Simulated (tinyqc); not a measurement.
Worked calculation: plane-wave Kohn-Sham cycle with exchange-only LDA in a layered model solid. One step of it, computed by the program tinyqc.

Problem. Iteration 1: Hamiltonian at one k. H(m,m') = (k + G_m)^2/2 delta + V(G_m - G_m'), with V(-G) = V(G).

A solid whose potential varies along x alone (atomic units):
```
parameter                      value
period a                   14.000000
cross-section of the cell  33.000000
electrons per cell                 2
grid points                       16
plane waves -n..n, n               3
k points                           3
V1 in V1 cos(2 pi x/a)     -0.320000
V2 in V2 cos(4 pi x/a)      0.030000
```

V(G_m), m = 0, 1, 2, ... (hartree): -0.160492  -0.160000  0.015000  0.000000  0.000000  0.000000  0.000000

k = 0.000000 2 pi / a

Give: H.

Solution.

H (hartree), lower triangle:
```
         -3       -2       -1       +0       +1       +2      +3
-3   0.7459
-2  -0.1600   0.2423
-1   0.0150  -0.1600  -0.0598
+0   0.0000   0.0150  -0.1600  -0.1605
+1   0.0000   0.0000   0.0150  -0.1600  -0.0598
+2   0.0000   0.0000   0.0000   0.0150  -0.1600   0.2423
+3   0.0000   0.0000   0.0000   0.0000   0.0150  -0.1600  0.7459
```
